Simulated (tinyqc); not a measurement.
Froehlich polaron in a polar crystal: one step, computed by the program tinyqc.

One electron in a parabolic band of mass m*, coupled to dispersionless LO phonons in the continuum model. Energies are in units of hbar omega unless marked, wave numbers in k_0 = sqrt(2 m* omega/hbar).

Task: Mobility at low temperature. Scattering by absorption of an LO phonon: 1/tau = 2 alpha omega n, n = 1/(exp(hbar omega/(k_B T)) - 1); mu = e tau/m*, the weak-coupling result for k_B T well below hbar omega.

Inputs (values chosen for the exercise, modelled on cadmium telluride): band mass m* = 0.0945 m_0; LO phonon energy hbar omega = 21.6 meV; temperature T = 200 K.

coupling constant alpha = 0.3267427

Constants: k_B = 8.617333262e-05 eV/K; hbar = 6.582119569e-16 eV s; e = 1.602176634e-19 C; m_0 = 9.1093837015e-31 kg.

Give: phonon occupation n; lifetime tau; mobility.

Result:

phonon occupation n = 0.3997

lifetime tau = 116.7 fs

mobility = 2171 cm^2/(V s)

Caution: this mobility formula holds for weak coupling and k_B T well below hbar omega, and it leaves out all other scattering.
